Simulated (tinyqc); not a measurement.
Scaling with the misfit: strain-driven roughening and islands of a mismatched epitaxial film. Computed by tinyqc, a small Python program. Command: `OMP_NUM_THREADS=1 python tinyqc.py 3006232 3006233 out.jsonl island walk`. One thread of a shared host (Intel(R) Xeon(R) Processor @ 2.30GHz), about 0.01 s of CPU time with the checks.

Film and substrate share isotropic elastic constants; the film is coherent and biaxially strained.

Inputs (values chosen for the exercise, for a model film):

| quantity | value | unit |
|---|---|---|
| misfit \|f\| | 0.0255 | - |
| shear modulus G | 60.6 | GPa |
| Poisson ratio nu | 0.27 | - |
| surface energy gamma | 0.979 | J/m^2 |
| contact angle of the shallow shape theta_1 | 12.2 | degrees |
| contact angle of the steep shape theta_2 | 33.5 | degrees |
| facet energy of shape 1 over gamma | 0.9998 | - |
| facet energy of shape 2 over gamma | 1.01 | - |
| surface mobility D_s nu_s Omega^2/(k_B T) | 9.6e-35 | m^6/(J s) |

Transport: surface diffusion.

Constants: e = 1.602176634e-19 C.

Method:
- M = 2 G (1 + nu)/(1 - nu); stress = M f; energy density w = M f^2.
- A ripple A cos(k x) has the surface chemical potential per volume [gamma k^2 - 2 (1 + nu) w k] A cos(k x), so k_c = 2 (1 + nu) w/gamma. With surface diffusion the amplitude grows at the rate q = B k^2 [2 (1 + nu) w k - gamma k^2], fastest at k_m = (3/4) k_c. B is the surface mobility.
- Shallow faceted island (Tersoff form): E = 4 Gam V^(2/3) tan^(1/3)(theta) - 6 c V tan(theta), Gam = gamma [x/sin(theta) - 1/tan(theta)], x the facet energy over gamma, c = stress^2 (1 - nu)/(2 pi G).
- The barrier is the maximum of E, at V_c = [4 Gam/(9 c)]^3 / tan^2(theta) (1 GPa nm = 1 J/m^2).
- V_c = [4 Gam/(9 c)]^3/tan^2(theta), barrier = (4/3) Gam V_c^(2/3) tan^(1/3)(theta); the growth time is 1/q at k_m.

fastest wavelength = 23.5507 nm

growth time 1/q at k_m = 6.30032 s

critical volume, shape 1 = 12.2991 nm^3

barrier, shape 1 = 2.75977 eV

Misfit scaled at fixed constants:

| \|f\| (%) | fastest wavelength (nm) | growth time (s) | V_c of shape 1 (nm^3) | barrier of shape 1 (eV) |
|---|---|---|---|---|
| 0.6375 | 376.81 | 4.1290e+05 | 5.0377e+04 | 7.0650e+02 |
| 0.8925 | 192.25 | 2.7978e+04 | 6.6906e+03 | 1.8391e+02 |
| 1.2750 | 94.20 | 1.6129e+03 | 7.8714e+02 | 4.4156e+01 |
| 1.7850 | 48.06 | 1.0929e+02 | 1.0454e+02 | 1.1494e+01 |
| 2.5500 | 23.55 | 6.3003e+00 | 1.2299e+01 | 2.7598e+00 |
| 3.5700 | 12.02 | 4.2691e-01 | 1.6334e+00 | 7.1839e-01 |

What follows from these numbers?

Halving the misfit stretches the wavelength 4 times, the barrier 16 times, the volume 64 times and the time 256 times: f^(-2), f^(-4), f^(-6), f^(-8). Over these rows the time spans 6.0 decades: strongly mismatched films tend to roughen first, while dilute alloys have time to stay flat. Rows with wavelengths under 10 nm or volumes under 5 nm^3 are beyond the continuum picture.

Extremes, crossings and ranges named in words are read from the listed rows.
